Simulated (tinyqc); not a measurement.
Worked calculation: three-level Kane dispersion of a narrow-gap semiconductor. Values are carried at full precision from step to step, so a last printed digit may differ when a step is redone from the rounded ones.

Zero of energy at Gamma8, c = hbar^2/2m0, P^2 = Ep c. The free-electron term and remote bands are left out, so the heavy holes are flat at E = 0 and the other three bands obey E (E - Eg)(E + Dso) = P^2 k^2 (E + 2 Dso/3). The conduction band is the highest root; its edge is Ec = max(Eg, 0).

Constants: hbar^2/2m0 = 3.80998211 eV angstrom^2; hbar = 6.58211957e-16 eV s; e^2/(4 pi eps0) = 14.39964547 eV angstrom; muB = 5.788381798e-05 eV/T.

Parameters, chosen for this exercise (a gap close to zero; shifted at random, so the results belong to these values and not to a real crystal): Eg = 0.03 eV (E(Gamma6) - E(Gamma8)); Dso = 0.99 eV (spin-orbit splitting); Ep = 18.7 eV (Kane energy); k = 0.035 1/angstrom (wave vector); n = 2e+18 cm^-3 (electron density); eps = 13 (high-frequency dielectric constant); B = 1.9 T (magnetic field).

## The three bands at one k

Expand the equation into E^3 + a2 E^2 + a1 E + a0 = 0 and give its roots; compare with the two-level form (Dso to infinity) E = Eg/2 +/- sqrt(Eg^2/4 + (2/3) P^2 k^2).

P^2 k^2 = 0.087277 eV^2

a2, a1, a0: [0.960000, -0.116977, -0.057603]

roots (eV): [-1.0193, -0.2099, 0.2692]

two-level form (eV): [-0.2267, 0.2567]

The two-level form misses the highest root by -12.5 meV. The order is normal: Gamma6 forms the conduction band.

## Mass at the edge and limiting velocity

m0* = Eg (Eg + Dso)/(Ep (Eg + 2 Dso/3)). In the two-level form the velocity tends to v = sqrt(2/3) P/hbar, and |Eg| = 2 m v^2 with m = 3 |Eg|/(2 Ep), as for a relativistic particle. 1 angstrom = 1e-10 m.

m0* = 0.002372 m0
P = 8.4408 eV angstrom
v = 1.047e+06 m/s
k at which the linear part sets in, |Eg|/(2 hbar v) = 0.00218 1/angstrom

## Fermi level and mass at a given density

Degenerate electrons at T = 0: kF = (3 pi^2 n)^(1/3), 1 cm^-3 = 1e-24 angstrom^-3; EF is the highest root at kF. The momentum (cyclotron, optical) mass is m(E) = hbar^2 k/(dE/dk) = c d(k^2)/dE with d(k^2)/dE = k^2 [1/E + 1/(E - Eg) + 1/(E + Dso) - 1/(E + 2 Dso/3)]; the density of states is k d(k^2)/dE/(2 pi^2).

Edge mass m0* = Eg (Eg + Dso)/(Ep (Eg + 2 Dso/3)).

Compare EF - Ec with the parabolic value c kF^2/m0*.

kF = 0.03898 1/angstrom
EF - Ec = 0.2692 eV
parabolic value = 2.4408 eV
m(EF) = 0.039306 m0
m(EF)/m0* = 16.574
density of states at EF = 2.037e+19 1/(eV cm^3)

The parabola overstates EF - Ec by a factor of 9.07; (EF - Ec)/|Eg| = 8.97, and the two-level rule 1 + 2 (EF - Ec)/|Eg| = 18.946 estimates the mass ratio.

## Plasma and cyclotron energies

hbar wp = sqrt(8 pi c (e^2/4 pi eps0) n/(eps m)), hbar wc = 2 muB B/m (classical limit), with m = m(EF) and, for comparison, the edge mass; n in angstrom^-3.

hbar wp with m(EF), with m0* (meV): [73.46, 299.08]

hbar wc with m(EF), with m0* (meV): [5.60, 92.75]

EF - Ec = 269.2 meV is 48 times hbar wc, so the classical value applies.

## Checks

- Roots of the cubic against the 8 x 8 Kane matrix without remote terms: they agree to 1e-10 or better.
- m(E) near the edge against m0*: both 0.002372.

Program tinyqc; command `OMP_NUM_THREADS=1 python tinyqc.py 1081317 1081318 out.jsonl`; about 0.01 s on one thread of a shared Intel(R) Xeon(R) Processor @ 2.30GHz.
